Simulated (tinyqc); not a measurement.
# Lossy interposer transmission line with skin effect: two studies

A uniform line in a homogeneous dielectric: c = sqrt(er)/(c0 Z0), l = Z0 sqrt(er)/c0 (c0 = 299792458 m/s), g = w c td, w = 2 pi f. The resistance joins its limits as r = sqrt(r_dc^2 + r_hf^2), with r_dc = rho/(wd th), r_hf = kr rho/(2 delta (wd + th)), delta = sqrt(rho/(pi f mu0)), mu0 = 4 pi 1e-7 H/m; this is an interpolation, and internal inductance, up to 0.05 nH/mm at low frequency, is neglected.

Values chosen for this exercise: width of the strip wd = 5.3 um; thickness of the strip th = 1.1 um; resistivity rho = 1.8 uohm cm; relative permittivity er = 4.2; loss tangent td = 0; lossless impedance sqrt(l/c) Z0 = 35 ohm; factor for crowding and the return path kr = 1.5; length len = 28 mm; source resistance Rg = 25 ohm; load resistance RL = 1000 ohm; load capacitance CL = 100 fF; frequency f = 5.8 GHz.

Each table varies one quantity; the others keep the values above.

## Line properties against frequency

gamma = sqrt((r + i w l)(g + i w c)) = alpha + i beta, Zc = sqrt((r + i w l)/(g + i w c)), roots with positive real part; loss 8.685889638 alpha in dB; phase velocity w/beta. ZL = 1/(1/RL + i w CL); reflection (ZL - Zc)/(ZL + Zc); Zin = Zc (ZL + Zc tanh(gamma len))/(Zc + ZL tanh(gamma len)); H = V_load/V_source = [Zin/(Zin + Rg)]/[cosh(gamma len) + (Zc/ZL) sinh(gamma len)].

Results:

| f (GHz) | r (ohm/mm) | r/(w l) | loss (dB/mm) | \|Zc\| (ohm) | phase velocity over c0 | length in wavelengths | \|H\| (dB) |
|---|---|---|---|---|---|---|---|
| 0.01 | 3.0891 | 205.48 | 0.037724 | 501.72 | 0.048023 | 0.019449 | -0.91910 |
| 0.03 | 3.0922 | 68.564 | 0.065056 | 289.83 | 0.082732 | 0.033868 | -0.92747 |
| 0.09 | 3.1017 | 22.925 | 0.11123 | 167.66 | 0.14102 | 0.059609 | -0.99833 |
| 0.3 | 3.1345 | 6.9502 | 0.19421 | 92.745 | 0.24364 | 0.11500 | -1.7229 |
| 2 | 3.3888 | 1.1271 | 0.37560 | 42.963 | 0.43584 | 0.42858 | -9.0432 |
| 7 | 4.0452 | 0.38441 | 0.49323 | 36.227 | 0.47947 | 1.3635 | -12.980 |
| 20 | 5.3898 | 0.17926 | 0.66614 | 35.278 | 0.48602 | 3.8434 | -18.580 |
| 60 | 8.2514 | 0.091479 | 1.0228 | 35.073 | 0.48744 | 11.497 | -31.973 |

Estimate the missing row, f = 0.8 GHz.

Computed row:

| f (GHz) | r (ohm/mm) | r/(w l) | loss (dB/mm) | \|Zc\| (ohm) | phase velocity over c0 | length in wavelengths | \|H\| (dB) |
|---|---|---|---|---|---|---|---|
| 0.8 | 3.2114 | 2.6703 | 0.28716 | 59.101 | 0.35163 | 0.21249 | -4.6699 |

With this row back in the table: r equals w l at 2.28 GHz: below it |Zc| and the delay grow as in an RC line, above it |Zc| tends to Z0 = 35 ohm and the velocity to 1/sqrt(er) = 0.488 c0. The loss goes as f^(0.50) between the first two rows and f^(0.39) between the last two. |H| is -0.919 dB in the first row and -32.0 dB in the last; between rows it can pass through resonances that the table doesn't show.

## Effect of the loss tangent

Same model as above.

The same in every row: r (ohm/mm) = 3.898; r/(w l) = 0.4470.

Effect of the loss tangent:

| td | loss (dB/mm) | \|Zc\| (ohm) | phase velocity over c0 | length in wavelengths | \|H\| (dB) |
|---|---|---|---|---|---|
| 0 | 0.4725 | 36.63 | 0.4767 | 1.136 | -12.22 |
| 0.001 | 0.4736 | 36.63 | 0.4768 | 1.136 | -12.25 |
| 0.002 | 0.4747 | 36.63 | 0.4768 | 1.136 | -12.28 |
| 0.005 | 0.4781 | 36.63 | 0.4770 | 1.136 | -12.37 |
| 0.01 | 0.4836 | 36.63 | 0.4772 | 1.135 | -12.53 |
| 0.02 | 0.4947 | 36.63 | 0.4777 | 1.134 | -12.84 |
| 0.04 | 0.5169 | 36.62 | 0.4787 | 1.132 | -13.47 |

What does the table show?

As td goes from 0 to 0.04, the loss rises from 0.473 to 0.517 dB/mm, |Zc| stays near 36.6 ohm and |H| goes from -12.2 to -13.5 dB, with its highest value among the rows, -12.2 dB, at td = 0. In the low-loss estimate the dielectric part g Z0/2 equals the conductor part r/(2 Z0) at td = 0.447.

tinyqc, about 0.01 s, one thread, Intel Xeon 2.30GHz (shared host): `OMP_NUM_THREADS=1 python tinyqc.py 2810177 2810178 out.jsonl`
